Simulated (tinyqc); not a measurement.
# Doping from resistivity

Inverse problem. A uniform, uncompensated and fully ionised sample has rho = 1/(q N mu), mu = m1 + (m2 (T/300 K)^(-bt) - m1)/(1 + (N/Nr)^am). Find N, mu and the diffusion coefficient mu Vt.

Inputs (values chosen for the exercise):
- T = 300 K (temperature)
- m1 = 147 cm^2/(V s) (mobility limit at high doping)
- m2 = 3970 cm^2/(V s) (mobility limit at low doping, at 300 K)
- Nr = 2.64e17 cm^-3 (reference doping of the mobility law)
- am = 0.555 (exponent of the mobility law)
- bt = 2.4 (temperature exponent of m2)

Constants: q = 1.602176634e-19 C, kB = 1.380649e-23 J/K, Vt = kB T/q. Results are converted to the units shown.

resistivity = 0.017661842 ohm cm

Answer. With am below 1 the product N mu rises steadily with N, so one doping matches; it is found by iterating N = 1/(q rho mu(N)).

N = 1.50e17 cm^-3
mu = 2.36e3 cm^2/(V s)
diffusion coefficient = 60.9 cm^2/s

Program tinyqc, `OMP_NUM_THREADS=1 python tinyqc.py 2110115 2110116 out.jsonl`; Intel Xeon 2.30GHz, shared host, one thread, about 0.01 s.
